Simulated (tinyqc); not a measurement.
Band offset from the macroscopic average of a supercell potential: sweeps and comparisons. A value that a table varies takes the place of the one given here.

A model of the planar-averaged electrostatic energy of an electron in a periodic cell of N1 periods of A (L1 = N1 n1 h) and N2 periods of B (L2 = N2 n2 h), on z_j = j h: V(z) = f VA + (1 - f) VB + F t(z), VA = V1[0] + V1[1] cos(2 pi z/(n1 h)) + V1[2] cos(4 pi z/(n1 h)), VB the same with V2, n2 and z - L1. f = [tanh(z/w) - tanh((z - L1)/w) + tanh((z - L1 - L2)/w)]/2 + 1/2; t(z) = z - L1/2 in A and (L1/L2)(L1 + L2/2 - z) beyond, so that the cell is periodic.

Running mean over n points, periodic: for odd n the plain mean of the n points centred on j; for even n the n + 1 points with half weight at both ends. The macroscopic average applies the mean over n1 points and then over n2 points.

dEv = Ev(A) - Ev(B) = Ev1 - (dV + Ev2); dEc = Ec(B) - Ec(A) = Eg2 - Eg1 - dEv. The correction of a gap, c = Eg[1] - Eg[0], lowers the valence top by fv c and leaves dV, a ground-state quantity, as it is. Type I: dEv and dEc of one sign; II: opposite signs; III: no overlap of the gaps.

Parameters, chosen for this exercise (gaps near those of GaAs and AlAs; the results hold for these values, not for the real material): h = 0.3 angstrom (grid step); n1 = 5 (grid points per period of A); n2 = 6 (grid points per period of B); V1 = (-4.85, 1.25, -0.07) eV (mean and two harmonics of the potential in A); V2 = (-6.38, 2.42, -0.98) eV (the same in B); w = 0.34 angstrom (width of the interfaces); N1 = 4 (periods of A); N2 = 5 (periods of B); F = 0.027 eV/angstrom (slope in A from opposite charges on the two interfaces); Ev1 = 6.73 eV (valence top of bulk A above its mean potential); Eg1 = (0.49, 1.51) eV (gap of A: semi-local value, corrected value); Ev2 = 7.75 eV (valence top of bulk B above its mean potential); Eg2 = (1.36, 2.32) eV (gap of B: semi-local value, corrected value).

## How thick the regions must be

N1 = N2 = N, no slope (F = 0); dV is read at j = floor(N n1/2) and N n1 + floor(N n2/2). The exact value is V2[0] - V1[0].

Results:

| N | L1 (angstrom) | dV (eV) | error (meV) |
|---|---|---|---|
| 1 | 1.50 | -0.9578 | 572.22 |
| 2 | 3.00 | -1.4295 | 100.47 |
| 3 | 4.50 | -1.5302 | -0.18 |
| 4 | 6.00 | -1.5300 | 0.02 |
| 5 | 7.50 | -1.5300 | 0.00 |
| 6 | 9.00 | -1.5300 | 0.00 |

The error is below 10 meV from N = 3 on. The two windows together span 3.30 angstrom and must fit between the interface tails, which fall as exp(-2 z/w); the errors at N = 2, 3 and 4 are 100.47, -0.18 and 0.02 meV.

## The choice of windows

dV read at j = 10 and 35 after means over the numbers of points listed; ripple is the spread over the five points around each.

Results:

| windows | dV (eV) | ripple in A (meV) | ripple in B (meV) |
|---|---|---|---|
| none | -6.110 | 2229 | 5111 |
| 5 only | -1.818 | 32 | 500 |
| 6 only | -1.358 | 324 | 22 |
| 6, 7 | -1.569 | 86 | 22 |
| 5, 6 | -1.530 | 32 | 22 |

Which rows can be used, and how does a wrong window show?

The last row matches both periods and lies 0 meV from the value of a thick cell, V2[0] - V1[0] = -1.530 eV. Against it the raw potential errs by -4.58 eV. No other row is within 20 meV of it. A window one point too long leaves a ripple of 324 meV in A, against 32 meV in the last row (of which the slope F makes 32 meV): the ripple is the sign to look for. Rows to use, with under 30 meV of ripple in both regions once the tilt is taken off: 5, 6. A row with a large ripple can hit the right value only by chance.

## Where the gap correction goes

dV = B - A = -1.5300 eV

fv1 and fv2 are varied.

Offsets (eV):

| fv1 | fv2 | dEv | dEc |
|---|---|---|---|
| 0.0 | 0.0 | 0.510 | 0.300 |
| 0.5 | 0.5 | 0.480 | 0.330 |
| 1.0 | 1.0 | 0.450 | 0.360 |
| 0.0 | 1.0 | 1.470 | -0.660 |
| 1.0 | 0.0 | -0.510 | 1.320 |
| 0.3 | 0.7 | 0.876 | -0.066 |

dEv + dEc = 0.810 eV in every row, but dEv alone spans 1.98 eV, the sum of the two corrections. A scissor on the conduction bands alone (first row) keeps the semi-local dEv; with equal shares fv the shift is fv times the difference of the corrections, -0.06 eV, against their sum of 1.98 eV: most of the error cancels if the shares are alike.

Computed by tinyqc, a small Python program: `OMP_NUM_THREADS=1 python tinyqc.py 1880827 1880828 out.jsonl` (the numbers bound the seed that draws the inputs); one thread of a shared host (Intel(R) Xeon(R) Processor @ 2.30GHz), about 0.01 s for the whole set of steps.
